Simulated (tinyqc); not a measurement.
Worked calculation: lattice vibrations of a chain. One step of it, computed by the program tinyqc.

Question. Dynamical matrix at q = 0.25. q is in units of 2 pi/a. A spring k from atom i to atom j, n cells on, adds k to Phi_ii and Phi_jj, -k exp(2 pi i q n) to Phi_ij and the conjugate to Phi_ji (for one atom a cell: 2k (1 - cos 2 pi q n)); D_ij = Phi_ij / sqrt(m_i m_j).

A chain moving along its axis:
```
atom,mass (u),spring to the next atom (eV/angstrom^2)
1,94.300000,3.600000
2,76.800000,6.300000
3,86.700000,10.000000
```

Give: D(q).

Answer.

D(q) (eV/(angstrom^2 u)), lower triangle (Hermitian):
```
,1,2,3
1,0.1442
2,-0.0423,0.1289
3,0.0000-0.1106i,-0.0772,0.1880
```
